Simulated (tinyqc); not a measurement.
Worked calculation: tight binding, dimerised chain. Computed by tinyqc, a small Python program that keeps every step. Settings: t1 = 1.73, t2 = 2.12, delta = 0.76, points = 8, cells = 5. Command: `OMP_NUM_THREADS=1 python tinyqc.py 31014 31015 out.jsonl` (the two numbers bound the seeds that draw the settings). One thread of a shared host (Intel(R) Xeon(R) Processor @ 2.60GHz), about 0.01 s of CPU time with the checks.

## Bloch Hamiltonian at k

Parameters chosen for this model:
```
parameter,value,unit
t1,1.730000,"eV, inside the cell"
t2,2.120000,"eV, between cells"
delta,0.760000,"eV, +/- on the two sites"
```

k point k (2 pi / a): 0.200000

H_AA = +delta, H_BB = -delta, H_AB = -t1 - t2 exp(-i k a).

H(k) at k (eV):
```
,A,B
A,0.760000,-2.385116+2.016240i
B,-2.385116-2.016240i,-0.760000
```

## Levels at k

Diagonalise the Hermitian matrix.

eigenvalues (eV): -3.214281  3.214281

weights |c|^2 of the basis functions:
```
,band 1,band 2
A,0.381778,0.618222
B,0.618222,0.381778
```

## Bloch Hamiltonian at X

k point X (2 pi / a): 0.500000

As before.

H(k) at X (eV):
```
,A,B
A,0.760000,0.390000
B,0.390000,-0.760000
```

## Levels at X

As before.

eigenvalues (eV): -0.854225  0.854225

weights |c|^2 of the basis functions:
```
,band 1,band 2
A,0.055152,0.944848
B,0.944848,0.055152
```

## Bands along a path

The same steps at evenly spaced points between the labelled ones.

Bands along the path (eV):
```
k,band 1,band 2
G,-3.924296,3.924296
G-X 0.20,-3.741551,3.741551
G-X 0.40,-3.214281,3.214281
G-X 0.60,-2.407945,2.407945
G-X 0.80,-1.459657,1.459657
X,-0.854225,0.854225
```

With 1 band(s) filled, the highest filled level on these points lies at X and the lowest empty one at X: a gap of 1.7084 eV, direct.

## Berry (Zak) phase of the lower band

On 8 points k_j = j/N: phase = -Im ln of the product of <u_j|u_(j+1)>, closed with u_N = u_0 (the cell-periodic part is taken without the site positions). Single arguments depend on the phases chosen for the u_j; only their sum modulo 2 pi does not.

Overlaps:
```
j,|<u_j|u_j+1>|,argument (rad)
0,0.977414,-0.172913
1,0.975615,-0.171131
2,0.964998,-0.167787
3,0.817441,-0.149733
4,0.817441,-0.149733
5,0.964998,-0.167787
6,0.975615,-0.171131
7,0.977414,-0.172913
```

phase / pi, folded into (-1, 1] = 0.421165

## Open chain of 5 cells

H of the open chain (eV), lower triangle:
```
,1,2,3,4,5,6,7,8,9,10
1,0.760000
2,-1.730000,-0.760000
3,0.000000,-2.120000,0.760000
4,0.000000,0.000000,-1.730000,-0.760000
5,0.000000,0.000000,0.000000,-2.120000,0.760000
6,0.000000,0.000000,0.000000,0.000000,-1.730000,-0.760000
7,0.000000,0.000000,0.000000,0.000000,0.000000,-2.120000,0.760000
8,0.000000,0.000000,0.000000,0.000000,0.000000,0.000000,-1.730000,-0.760000
9,0.000000,0.000000,0.000000,0.000000,0.000000,0.000000,0.000000,-2.120000,0.760000
10,0.000000,0.000000,0.000000,0.000000,0.000000,0.000000,0.000000,0.000000,-1.730000,-0.760000
```

The same hoppings without the wrap-around bond.

levels (eV): -3.770135  -3.321435  -2.619972  -1.741634  -0.828681  0.828681  1.741634  2.619972  3.321435  3.770135

weights of the highest filled level on the sites: 0.019358  0.016325  0.011968  0.066066  0.006552  0.151562  0.002856  0.276835  0.000706  0.447773

The bulk gap runs from -0.8542 to 0.8542 eV; 2 level(s) of this chain lie inside it: end states, which need the weaker bond inside the cell and a chain longer than their decay length.
